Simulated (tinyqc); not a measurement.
Thermal stress, cracking, delamination and buckling of a thin film; Griffith cracks and misfitting inclusions. Which input was changed? Computed by tinyqc, a small Python program. Command: `OMP_NUM_THREADS=1 python tinyqc.py 3020290 3020291 out.jsonl filmcrack which`. One thread of a shared host (Intel(R) Xeon(R) Processor @ 2.30GHz), about 0.1 s of CPU time with the checks.

Isotropic linear elasticity; the substrate is much thicker than the film; stress is positive in tension.

Inputs (values chosen for the exercise, for a model film): film Young's modulus E = 490 GPa; film Poisson ratio nu = 0.28; film expansion alpha_f = 4.44 1e-6/K; substrate expansion alpha_s = 3.5 1e-6/K; deposition temperature T_d = 1150 K; final temperature T = 300 K; intrinsic stress = 210 MPa; film thickness h = 0.18 micrometre; film toughness Gamma_f = 4.9 J/m^2; interface toughness Gamma_i = 15 J/m^2; substrate Young's modulus E_s = 143 GPa; substrate Poisson ratio nu_s = 0.22; flaw half length a = 8.2 micrometre; substrate surface energy gamma_s = 2 J/m^2.

Method:
- Thermal strain = (alpha_f - alpha_s)(T_d - T); stress = E/(1 - nu) x strain + intrinsic stress; plane-strain modulus Ebar = E/(1 - nu^2); G0 = stress^2 h/(2 Ebar) is the energy freed per area when a long strip loses its stress across its width.
- Dundurs alpha = (Ebar - Ebar_s)/(Ebar + Ebar_s), with Ebar_s = E_s/(1 - nu_s^2). The channel-crack factor is taken as g = 1.258 (1 - alpha)^(-0.7), a rough interpolation chosen for the exercise (1.258 is the value for matched materials).
- Channel crack through the film: G = pi g G0, critical thickness where G = Gamma_f. Steady delamination from an edge: G = G0, critical thickness where G = Gamma_i.
- Through crack of length 2a in plane strain: K_Ic = sqrt(2 gamma_s E_s/(1 - nu_s^2)); fracture stress = K_Ic/sqrt(pi a). An edge crack of depth a has K larger by 1.1215.

Question. One of these inputs alone was changed, within the range given: film Poisson ratio nu (0.14 to 0.45); film thickness h (0.09 to 0.36); substrate Young's modulus E_s (71.5 to 286); substrate surface energy gamma_s (1 to 4). Which one, and to what value?

Results:
```
run     critical thickness for channelling (micrometre)  fracture stress, inner crack (MPa)  film stress (MPa)
before                                         1.307635                            152.7527           753.7639
after                                          1.219216                            143.3858           753.7639
```

Answer.

Each candidate set to reproduce critical thickness for channelling, and what it then gives:
```
candidate                                 range searched  value needed  fracture stress, inner crack (MPa)  film stress (MPa)
film Poisson ratio nu                       0.14 to 0.45        0.3194                              152.75             785.21
film thickness h (micrometre)               0.09 to 0.36     no effect                                   -                  -
substrate Young's modulus E_s (GPa)          71.5 to 286         126.0                              143.39             753.76
substrate surface energy gamma_s (J/m^2)          1 to 4     no effect                                   -                  -
```

Only substrate Young's modulus E_s fits every result: it went from 143 to 126 GPa. The next best candidate, film Poisson ratio nu, misses one result by 6.5 %.
